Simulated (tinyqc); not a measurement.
Do the excited 1s states matter for ionisation? Model: valley-orbit splitting of a donor ground state, with strain. Computed by tinyqc, a small Python program. Command: `OMP_NUM_THREADS=1 python tinyqc.py 3021677 3021678 out.jsonl valleyorbit walk`. One thread of a shared host (Intel(R) Xeon(R) Processor @ 2.30GHz), about 0.01 s of CPU time with the checks.

The basis is the 1s envelope in each valley; energies are counted from the unstrained conduction-band edge. The strain is e_s (a a^T - 1/3) for the unit stress axis a, so valley j along n_j moves by Xi_u e_s w_j with w_j = (n_j.a)^2 - 1/3: +2/3 for [111], -2/9 for the others.

Inputs (values chosen for the exercise, modelled on donors in germanium):
```
quantity                                    value   unit
single-valley binding energy E_0             9.42    meV
central-cell shift Lambda                    0.92    meV
coupling Delta_1                             0.54    meV
shear deformation potential Xi_u             16.6     eV
donor density N_D                         1.4e+15  cm^-3
density-of-states mass of one valley m_e    0.218    m_0
```

Valleys: four along <111>. Stress axis: [111].

Constants: k_B = 8.617333262e-05 eV/K; m_0 = 9.1093837015e-31 kg; k_B = 1.380649e-23 J/K; h = 6.62607015e-34 J s.

Method:
- By symmetry: E(A1) = E_0 + Lambda + 3 Delta_1 (one state), E(T2) = E_0 + Lambda - Delta_1 (three), as binding energies.
- H_jj = -(E_0 + Lambda) + Xi_u e_s w_j; H_jk = -Delta_1 between any two valleys.
- z = sum over levels of exp(-(E - E_ground)/k_B T), the ground-state share being 1/z; N_c = 2 (2 pi m_e k_B T/h^2)^(3/2) sum_j exp(-(shift_j - lowest shift)/k_B T); n1 = N_c/(2 z) exp(-binding/k_B T), binding = lowest shift - E_ground; without compensation n = 2 N_D/(1 + sqrt(1 + 4 N_D/n1)) (Boltzmann statistics; p and higher states left out).
- No strain here. The last two columns set z = 1, with the A1 depth, or use one level at E_0 with z equal to the number of valleys.

E(A1) = 11.96 meV

Ionised share:
```
T (K)       z  all 1s states  ground state alone  no splitting
6.9    1.0793     1.4722e-04          1.5294e-04    6.4715e-04
12.0   1.3715     1.4108e-02          1.6501e-02    2.8010e-02
17.0   1.6867     8.7087e-02          1.1158e-01    1.3127e-01
25.0   2.1007     3.2970e-01          4.3769e-01    4.0568e-01
35.0   2.4659     6.3703e-01          7.7956e-01    6.9665e-01
56.0   2.9175     9.0351e-01          9.6247e-01    9.1913e-01
93.0   3.2912     9.7778e-01          9.9304e-01    9.8023e-01
```

What follows from these numbers?

z grows from 1.079 to 3.29 of at most 4. Leaving out the excited states overstates the ionised share by up to 32.8 % (at 25.0 K); ignoring the splitting misses by a factor 4.40 at the lowest T and 1.00 at the highest.

Extremes, crossings and ranges named in words are read from the listed rows.
